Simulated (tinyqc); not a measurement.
# One-diode model of a solar cell, step by step

tinyqc, about 0.01 s, one thread, Intel Xeon 2.30GHz (shared host): `OMP_NUM_THREADS=1 python tinyqc.py 2280036 2280037 out.jsonl` Printed values are rounded.

J is the current delivered and Vj = V + J Rs the junction voltage. J = X JL - J01 (exp(Vj/(n1 Vt)) - 1) - Vj/Rp. The photocurrent does not depend on voltage.

Values chosen for this exercise; values of the order met in cells of silicon:
- T = 348 K (temperature)
- JL = 32.6 mA/cm^2 (photocurrent at one sun)
- X = 10 suns (concentration)
- J01 = 7.8e-7 A/cm^2 (saturation current of the diode)
- n1 = 1.53 (ideality factor of the diode)
- Rs = 0 ohm cm^2 (series resistance)
- Rp = 200 ohm cm^2 (shunt resistance)
- Pin = 100 mW/cm^2 (incident power at one sun)

Constants: q = 1.602176634e-19 C, kB = 1.380649e-23 J/K, Vt = kB T/q. Results are converted to the units shown.

## Starting value

Vj = n1 Vt ln(X JL/J01), the open-circuit voltage of the J01 term alone.

Vj at the start = 0.593858 V

## Iteration 1: new Vj

Maximum power: dP/dVj = f = J (1 + 2 Rs G) - G Vj = 0. G = -dJ/dVj = J01 exp(Vj/(n1 Vt))/(n1 Vt) + 1/Rp. H = dG/dVj; f' = -2 G - 2 Rs G^2 + (2 Rs J - Vj) H; Vj(new) = Vj - f/f'.

J = -2.96851 mA/cm^2
G = 7.11016 S/cm^2
H = 154.857 S/(cm^2 V)
f = -4225.39 mA/cm^2
f' = -106.183 S/cm^2
Vj after iteration 1 = 0.554064 V

## Iteration 2: new Vj

As before.

J = 186.282 mA/cm^2
G = 2.98978 S/cm^2
H = 65.0532 S/(cm^2 V)
f = -1470.25 mA/cm^2
f' = -42.0232 S/cm^2
Vj after iteration 2 = 0.519078 V

## Iteration 3: new Vj

As before.

J = 259.521 mA/cm^2
G = 1.39735 S/cm^2
H = 30.3463 S/(cm^2 V)
f = -465.813 mA/cm^2
f' = -18.5468 S/cm^2
Vj after iteration 3 = 0.493962 V

## Course of the iteration

Stop when the step is below 1e-10 V, or after 60 iterations.

Course of the iteration:
```
iteration  Vj before the step (V)  step (V)
1                        0.593858   -0.0398
2                        0.554064   -0.0350
3                        0.519078   -0.0251
4                        0.493962   -0.0111
5                        0.482911  -1.71e-3
6                        0.481202  -3.52e-5
7                        0.481167  -1.46e-8
8                        0.481167   < 1e-14
```

Converged in 8 iterations.

## Figures of merit

Jsc at V = 0, Voc at J = 0, the maximum power point where J (1 + 2 Rs G) = G Vj with G = -dJ/dVj; FF = Vmp Jmp/(Voc Jsc); efficiency Vmp Jmp/(X Pin). Empirical fill factor without parasitics FF0 = (v - ln(v + 0.72))/(v + 1), v = Voc/(n1 Vt).

Jsc = 326 mA/cm^2
Voc = 0.593438 V
Vmp = 0.481167 V
Jmp = 295.634 mA/cm^2
FF = 0.735287
efficiency = 14.2249 %
FF0 = 0.740632

FF is 0.72 % below FF0. Removing one loss at a time changes the efficiency by: shunt +0.12 points.
